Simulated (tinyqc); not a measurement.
Electrons shared among three sets of ellipsoidal valleys: one step. Fermi level and populations. Four cases, with inputs chosen for the exercise.

Question. Solve n = sum_i N_i F_1/2((EF - dE_i)/kT), energies from the edge of the first set.

F_j(eta) = (1/Gamma(j + 1)) integral_0^infinity x^j dx/(1 + exp(x - eta)), which tends to exp(eta) for eta << 0.

Case 1.

Values chosen (out of a larger set: masses and offsets near those of GaAs; mobilities are free inputs, held fixed; not measured data): dE = (0, 0.227, 0.518) eV (edges of Gamma, L, X above the first); n = 1.5e+19 1/cm^3 (total electron density).

N_i (1/cm^3): Gamma 1.149177e+18, L 2.999267e+19, X 5.618745e+19

kT = 0.05170400 eV

Case 2.

Values chosen (out of a larger set: masses and offsets near those of GaSb; mobilities are free inputs, held fixed; not measured data): dE = (0, 0.076, 0.316) eV (edges of Gamma, L, X above the first); n = 5.7e+16 1/cm^3 (total electron density).

N_i (1/cm^3): Gamma 3.090794e+17, L 1.733173e+19, X 3.103390e+19

kT = 0.03446933 eV

Case 3.

Values chosen (out of a larger set: masses and offsets near those of GaSb; mobilities are free inputs, held fixed; not measured data): dE = (0, 0.078, 0.307) eV (edges of Gamma, L, X above the first); n = 1.9e+19 1/cm^3 (total electron density).

N_i (1/cm^3): Gamma 2.861907e+17, L 1.798478e+19, X 3.183638e+19

kT = 0.03446933 eV

Case 4.

Values chosen (out of a larger set: masses and offsets near those of GaAs; mobilities are free inputs, held fixed; not measured data): dE = (0, 0.241, 0.474) eV (edges of Gamma, L, X above the first); n = 4.8e+19 1/cm^3 (total electron density).

N_i (1/cm^3): Gamma 1.230918e+18, L 2.918223e+19, X 5.606931e+19

kT = 0.05170400 eV

Give: EF; eta_i; n_i; shares.

Answer.

Case 1.

EF = 0.1709 eV

eta_i: Gamma 3.31, L -1.09, X -6.71

n_i (1/cm^3): Gamma 5.83e+18, L 9.11e+18, X 6.82e+16

shares: Gamma 0.3884, L 0.6071, X 0.0045

L holds most electrons (60.7 %). Boltzmann weights N_i exp(-dE_i/kT) would give L a share of 0.2440.

Case 2.

EF = -0.1262 eV

eta_i: Gamma -3.66, L -5.87, X -12.83

n_i (1/cm^3): Gamma 7.87e+15, L 4.90e+16, X 8.32e+13

shares: Gamma 0.1381, L 0.8605, X 0.0015

L holds most electrons (86.0 %). Boltzmann weights N_i exp(-dE_i/kT) would give L a share of 0.8595.

Case 3.

EF = 0.0897 eV

eta_i: Gamma 2.60, L 0.34, X -6.30

n_i (1/cm^3): Gamma 1.08e+18, L 1.79e+19, X 5.82e+16

shares: Gamma 0.0569, L 0.9400, X 0.0031

L holds most electrons (94.0 %). Boltzmann weights N_i exp(-dE_i/kT) would give L a share of 0.8656.

Case 4.

EF = 0.2723 eV

eta_i: Gamma 5.27, L 0.61, X -3.90

n_i (1/cm^3): Gamma 1.17e+19, L 3.52e+19, X 1.13e+18

shares: Gamma 0.2440, L 0.7326, X 0.0235

L holds most electrons (73.3 %). Boltzmann weights N_i exp(-dE_i/kT) would give L a share of 0.1824.

Computed by tinyqc, one run a case: `OMP_NUM_THREADS=1 python tinyqc.py N N+1 out.jsonl` with N = 1650919, 1650964, 1651031, 1651147; one thread of a shared Intel(R) Xeon(R) Processor @ 2.30GHz, about 0.01 s a run at most.
